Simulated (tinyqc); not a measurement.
Inside a calculation. Model: five-frequency model of solute diffusion by vacancies in an fcc metal. Computed by tinyqc, a small Python program that keeps every step. Command: `OMP_NUM_THREADS=1 python tinyqc.py 3015061 3015062 out.jsonl fivefreq walk`. One thread of a shared host (Intel(R) Xeon(R) Processor @ 2.30GHz), about 0.06 s of CPU time with the checks. Intermediate numbers are printed to about 6 digits and carried at full precision; extremes and crossings named in words are read from the listed rows.

A vacancy next to the solute exchanges with it (w2), jumps to one of 4 sites that also neighbour the solute (w1) or to one of 7 that do not (w3); w4 is the reverse of w3 and w0 the host jump.

Inputs (values chosen for the exercise, for a model solute in a host close to silver):
```
quantity                                      value      unit
barrier E0 (host jump)                        0.672        eV
barrier E1 (vacancy circles the solute)        0.66        eV
barrier E2 (exchange)                         0.652        eV
barrier E3 (dissociation)                     0.703        eV
binding energy E_b (positive for attraction)  0.094        eV
vacancy formation energy E_f                    1.1        eV
formation entropy S_f                           1.5       k_B
attempt frequency nu                            8.6       THz
lattice constant a                             4.09  angstrom
temperature T                                   540         K
```

Constants: k_B = 8.617333262e-05 eV/K.

## Jump rates

w_i = nu exp(-E_i/(k_B T)); detailed balance gives E4 = E3 - E_b.

rates (1/s): w0 4.60018e+06, w1 5.95346e+06, w2 7.07022e+06, w3 2.36295e+06, w4 1.78135e+07

## Correlation factor

Manning: with y = w4/w0, 7F = 7 - (10 y^4 + 180.5 y^3 + 927 y^2 + 1341 y)/(2 y^4 + 40.2 y^3 + 254 y^2 + 597 y + 436); f2 = (2 w1 + 7F w3)/(2 w2 + 2 w1 + 7F w3). The mean cosine between successive solute jumps follows from f2 = (1 + c)/(1 - c).

y = w4/w0 = 3.87235

7F = 3.59304

correlation factor f2 = 0.590578

mean cosine c = -0.257405

For a tracer of the host all rates are equal and f = 0.7815; here f2 is below that.

## Diffusivities

c_v = exp(S_f - E_f/(k_B T)); host D0 = a^2 c_v w0 x 0.7815; solute D2 = a^2 c_v exp(E_b/(k_B T)) w2 f2; 1 angstrom^2 = 1e-16 cm^2.

vacancy fraction c_v = 2.42788e-10

host diffusivity D0 = 1.46008e-18 cm^2/s

solute diffusivity D2 = 1.27843e-17 cm^2/s

ratio D2/D0 = 8.75591

The ratio splits into binding 7.54, exchange rate 1.54 and correlation 0.756.

## Solute against host over temperature

The formulas are those given above.

Diffusion:
```
T (K)        f2  D0 (cm^2/s)  D2 (cm^2/s)    D2/D0
351    0.509967  1.81691e-27  5.13804e-26  28.2790
405    0.537577  4.48467e-24  8.08811e-23  18.0350
459    0.561272  1.76164e-21  2.25877e-20  12.8220
540    0.590578  1.46008e-18  1.27843e-17   8.7559
621    0.613885  2.09652e-16  1.38623e-15   6.6120
702    0.632619  9.56807e-15  5.09874e-14   5.3289
783    0.647878  1.98080e-13  8.89540e-13   4.4908
```

The apparent activation energy of D2 is 1.670 eV between the coldest rows and 1.672 eV between the hottest; without correlation it would be E_f - E_b + E2 = 1.658 eV, and the host has 1.772 eV.

Checks made by the program: Manning formula against a solved vacancy walk within 5 nearest-neighbour distances (relative difference 2e-03).
